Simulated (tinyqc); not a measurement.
From results back to parameters: donor near an oxide interface in a gate field (two-state model). Three cases, with inputs chosen for the exercise.

Problem. The critical field, at which E_D = E_I, was computed from a hidden binding energy ED.

Interface at z = 0 (hard wall), donor at z = d, field F pulling electrons to the interface: potential e F z; 1 kV/cm = 1e-5 eV/angstrom, c = hbar^2/2m0, q = e^2/(4 pi eps0), Q = (eps - eo)/(eps + eo). Donor state: E_D = e F d - ED - q Q/(4 eps d), the last term joining the images of ion and electron. Interface state: z exp(-b z/2) exp(-rho^2/(2 L^2)) with E_z = c b^2/(4 mz) + 3 e F/b + q Q b/(8 eps), minimised over b; in the plane at z = 3/b the ion (distance D = d - 3/b) and its image (D' = d + 3/b) give E_rho = c/(mt L^2) - (q/eps)(sqrt(pi)/L)[erfcx(D/L) + Q erfcx(D'/L)], erfcx(x) = exp(x^2) erfc(x), minimised over L. E_I = E_z + E_rho.

Constants: hbar^2/2m0 = 3.80998211 eV angstrom^2; e^2/(4 pi eps0) = 14.39964547 eV angstrom.

Case 1.

Values chosen (near those of a donor in Si below SiO2, static dielectric constants; shifted at random, so the results belong to these values and not to a real crystal): d = 70 angstrom (depth of the donor); mz = 0.916 m0 (mass across the interface); mt = 0.194 m0 (mass in the plane); eps = 11.5 (dielectric constant of the semiconductor); eo = 3.9 (dielectric constant of the oxide).

critical field = 110.064 kV/cm

Case 2.

Values chosen (near those of a donor in Si below SiO2, static dielectric constants; shifted at random, so the results belong to these values and not to a real crystal): d = 60 angstrom (depth of the donor); mz = 0.898 m0 (mass across the interface); mt = 0.189 m0 (mass in the plane); eps = 11.5 (dielectric constant of the semiconductor); eo = 3.9 (dielectric constant of the oxide).

critical field = 145.663 kV/cm

Case 3.

Values chosen (near those of a donor in Si below HfO2, static dielectric constants; shifted at random, so the results belong to these values and not to a real crystal): d = 180 angstrom (depth of the donor); mz = 0.902 m0 (mass across the interface); mt = 0.185 m0 (mass in the plane); eps = 11.5 (dielectric constant of the semiconductor); eo = 22 (dielectric constant of the oxide).

critical field = 35.874 kV/cm

Find: E_I; ED.

Solution. E_I follows from the field alone, and ED = e F d - q Q/(4 eps d) - E_I.

Case 1.

E_I = 31.44 meV
ED = 43.4 meV

Case 2.

E_I = 38.82 meV
ED = 46.0 meV

Case 3.

E_I = 12.12 meV
ED = 53.0 meV

Computed by tinyqc, one run a case: `OMP_NUM_THREADS=1 python tinyqc.py N N+1 out.jsonl` with N = 1250040, 1250162, 1250205; one thread of a shared Intel(R) Xeon(R) Processor @ 2.30GHz, about 0.08 s a run at most.
